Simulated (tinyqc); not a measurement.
# Rectangular fin or nanosheet with a gate all round, subbands and threshold shift from confinement: effects of single changes

Undoped body with a flat potential across it, hard walls, transport along x. One isotropic valley (g = 1, mx = my = mz = me). Non-parabolicity enters the subband edges through E (1 + al E) = gamma, so E = 2 gamma/(1 + sqrt(1 + 4 al gamma)); motion within a subband is taken as parabolic with the band-edge mass. Energies are counted from the bulk band edge.

Parameters, values chosen for the exercise; masses close to those of InAs: temperature T = 200 K; mass at the band edge me = 0.0231 m0; non-parabolicity al = 2.9 1/eV; width (along y) t = 6.2 nm; widening of the box by penetration into the insulator dl = 0 nm; gate capacitance per area of interface Cg = 3.5 uF/cm^2; height (along z) H = 9.3 nm.

Constants: q = 1.602176634e-19 C, kB = 1.380649e-23 J/K, hbar = 1.054571817e-34 J s, m0 = 9.1093837015e-31 kg, Vt = kB T/q, hbar^2/(2 m0) = 0.0380998212 eV nm^2. Results are converted to the units shown.

Each table varies one quantity; the others keep the values above.

## Confinement against the width

gamma = C pi^2 [a^2/(my (t + dl)^2) + b^2/(mz (H + dl)^2)], C = hbar^2/(2 m0). Each subband has N_k = g sqrt(2 mx m0 kB T/(pi hbar^2)); without degeneracy n = exp(EF/Vt) sum N_k exp(-E_k/Vt). Classical value Nc times t H, Nc = sum over valleys of 2 g (m m0 kB T/(2 pi hbar^2))^1.5 with m = (mx my mz)^(1/3). Threshold shift dVT = Vt ln(classical value/sum N_k exp(-E_k/Vt)). With degeneracy n = sum N_k F((EF - E_k)/Vt), F(x) = (1/sqrt(pi)) int_0^infinity u^(-1/2) du/(1 + exp(u - x)); gate: Vg = EF + q n/(Cg P), P = 2 (t + H), summed over the 60 lowest subbands at most, with Vg counted from the value that would put EF at the bulk band edge of an empty body. The last two columns are for Vg = 0.6 V; sensitivity d(dVT)/dt by central differences between 0.99 and 1.01 times the value.

Confinement against the width:
```
t (nm)  E_1 (meV)  gap to the next edge (meV)  dVT (mV)  sensitivity (mV/nm)  n/P (cm^-2)  share of the lowest subband (%)
3           675.1                       108.0     610.2               -239.5      2.955e9                            99.81
3.8         522.8                       128.2     462.0               -142.6     4.362e11                            99.19
4.8         409.2                       148.4     352.4               -83.69     8.281e11                            82.54
6.1         323.0                       168.0     270.4               -47.09     1.130e12                            67.41
7.7         262.7                       184.6     214.1               -26.02     1.382e12                            55.14
9.8         218.8                       181.8     174.4               -13.49     1.625e12                            44.16
12          193.1                       135.0     152.1               -7.459     1.851e12                            35.63
16          169.0                       85.61     132.9               -2.999     2.102e12                            26.94
20          157.2                       58.64     124.5               -1.435     2.284e12                            21.52
```

What does the comparison show?

As t grows from 3 to 20 nm, E_1 falls from 675 to 157 meV and dVT falls from 610 to 124 mV. E_1 goes as t^(-1.08) at the thin end; a thickness error of 0.2 nm moves the threshold by 48 mV in the first row and 0.29 mV in the last. The charge per interface area rises from 2.96e9 to 2.28e12 cm^-2. For t = 7.7, 9.8, 12, 16, 20 the charge in the last two columns would bend the potential across the body by some 30 mV or more, which is left out.

## Charge and subband filling against gate voltage

Same model as above.

Each subband has N_k = g sqrt(2 mx m0 kB T/(pi hbar^2)). Cq = q dn/dEF.

Result of one run:
```
Vg (V)  EF - E_1 (eV)  n (cm^-1)  n/P (cm^-2)  share of the lowest subband (%)  Cq/(Cg P)  total C/(Cg P)
1.04           0.5391    1.238e7     3.993e12                            29.39     0.4290          0.3002
```

What becomes of these results when the gate voltage Vg is changed from 1.04 to 0.67 V, all else the same?

Result of the changed run:
```
Vg (V)  EF - E_1 (eV)  n (cm^-1)  n/P (cm^-2)  share of the lowest subband (%)  Cq/(Cg P)  total C/(Cg P)
0.67           0.2872    4.378e6     1.412e12                            60.58     0.2120          0.1749
```

The whole series:
```
Vg (V)  EF - E_1 (eV)  n (cm^-1)  n/P (cm^-2)  share of the lowest subband (%)  Cq/(Cg P)  total C/(Cg P)
0.17          -0.1482      106.6      3.438e7                            99.99   9.131e-5        9.130e-5
0.29         -0.02952    9.247e4     2.983e10                            99.99    0.07056         0.06591
0.42          0.08138    1.386e6     4.471e11                            99.75     0.1405          0.1232
0.54           0.1827    2.648e6     8.542e11                            79.72     0.3047          0.2335
0.67           0.2872    4.378e6     1.412e12                            60.58     0.2120          0.1749
0.79           0.3755    6.522e6     2.104e12                            46.53     0.5109          0.3381
0.92           0.4590    9.672e6     3.120e12                            34.70     0.5893          0.3708
1.04           0.5391    1.238e7     3.993e12                            29.39     0.4290          0.3002
1.17           0.6224    1.554e7     5.013e12                            25.16     0.7743          0.4364
```

EF passes E_1 = 0.318 eV at Vg = 0.323 V. The share of the lowest subband falls from 100 to 25.2 % and the total capacitance moves up and down between 9.13e-5 and 0.436 of Cg P. Between the last two rows 64 % of the added gate voltage goes into raising EF. For Vg = 0.67, 0.79, 0.92, 1.04, 1.17 the charge would bend the potential across the body by some 30 mV or more, which is left out.

Range of the model: Non-parabolicity also makes carriers heavier within each subband, which is left out, so densities of states are understated at high energy.

Program tinyqc, `OMP_NUM_THREADS=1 python tinyqc.py 2350151 2350152 out.jsonl`; Intel Xeon 2.30GHz, shared host, one thread, about 0.1 s.
